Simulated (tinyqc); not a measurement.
On-chip interconnect, size-dependent resistivity and RC delay: two steps of the calculation.

A rectangular line between two neighbours and two ground planes. Surface and grain-boundary scattering are added to the bulk resistivity as corrections; capacitances are parallel-plate values without fringing; inductance is ignored.

Values chosen for this exercise; metal values close to those of aluminium: bulk resistivity rho0 = 2.64 uohm cm; bulk mean free path lam = 19.5 nm; specular share of surface scattering ps = 0.6; reflection coefficient of grain boundaries Rg = 0.39; grain size over the metal width gr = 2; drawn line width wd = 8.9 nm; aspect ratio, height over width AR = 1.6; liner on both walls and the bottom, not conducting tl = 1.8 nm; space to the neighbouring lines sp = 18 nm; dielectric height to the planes above and below hd = 15 nm; relative permittivity of the dielectric ek = 3.9; Miller factor of the neighbours Mf = 1; line length Lw = 83 um; driver resistance Rd = 4300 ohm; load capacitance Cl = 0.2 fF.

Constants: eps0 = 8.8541878128e-12 F/m. Results are converted to the units shown.

Question 1. Resistivity, resistance and capacitance per length. Metal width x = wd - 2 tl, height y = AR wd - tl; grain boundaries (Mayadas-Shatzkes): al = (lam/(gr x)) Rg/(1 - Rg), g = 1/[1 - 3 al/2 + 3 al^2 - 3 al^3 ln(1 + 1/al)] - 1; surfaces (Fuchs-Sondheimer, thick limit): s = (3/8) lam (1 - ps)(1/x + 1/y); rho = rho0 (1 + g + s); r = rho/(x y); c = eps0 ek (2 wd/hd + 2 Mf AR wd/sp).

Give: x; y; al; g; s; rho; r; c.

Answer 1.

x = 5.3000 nm
y = 12.440 nm
al = 1.1762
g = 1.6149
s = 0.78702
rho = 8.9810 uohm cm
r = 1362.2 ohm/um
c = 0.095613 fF/um

Question 2. Ladder and Elmore delays. 5 equal pi sections: series Rs = r Lw/5; node capacitances c Lw/5, halved at nodes 0 and 5, with Cl added to node 5; Rd feeds node 0. Elmore delay of node k: the sum, over the resistors on the path to k, of resistance times all capacitance downstream of it.

r = 1362.1673 ohm/um
c = 0.095613423 fF/um

Wanted: Rs; C; Elmore delay.

Answer 2.

Rs = 22612 ohm

```
node	C (fF)	Elmore delay (ps)
0	0.79359	34.984
1	1.5872	201.01
2	1.5872	331.14
3	1.5872	425.39
4	1.5872	483.75
5	0.99359	506.21
```

The far-end value equals Rd (c Lw + Cl) + r Lw (c Lw/2 + Cl) for any number of pi sections; the line resistance contributes 93.1 % of it.

Range of the model: The metal width is under the mean free path, where the thick-limit surface term and the simple sum of corrections lose accuracy.

Computed by the program tinyqc: `OMP_NUM_THREADS=1 python tinyqc.py 2100096 2100097 out.jsonl`, one thread of a shared Intel Xeon 2.30GHz, about 0.01 s for the whole run.
